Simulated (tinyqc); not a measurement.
Classical Heisenberg spin chain: exact results, Metropolis, heat-bath and over-relaxation steps, and a Monte Carlo run: one step, computed by the program tinyqc.

E = -J sum_i s_i . s_(i+1) for unit vectors s_i on an open chain; K = J/(k_B T).

Task: Exact results. Each bond angle is independent, so u = <s_i . s_(i+1)> = coth K - 1/K, <s_i . s_(i+n)> = u^n, correlation length xi = -1/ln|u|, energy per bond -J u, heat capacity per bond c/k_B = 1 - K^2/sinh^2 K, and for the long chain chi = mu^2 (1 + u)/(3 k_B T (1 - u)) per spin.

Inputs (values chosen for the exercise, for a model chain of large moments): coupling J = 35 meV; temperature T = 107 K; moment mu = 2.7 mu_B.

Constants: k_B = 8.617333262e-05 eV/K; mu_B = 5.7883818060e-05 eV/T.

Give: K; u; xi; energy per bond; heat capacity; chi over the Curie value; chi.

Result:

K = 3.796

u = 0.7376

xi = 3.285 sites

energy per bond = -25.81 meV

heat capacity = 0.9709 k_B/bond

chi over the Curie value = 6.621

chi = 0.1010 mu_B/T per spin

For |K| >> 1, |u| = 1 - 1/|K| and xi = |K| - 1/2 = 3.30: the chain orders only at T = 0, and c tends to k_B, not to zero, a failure of classical spins.
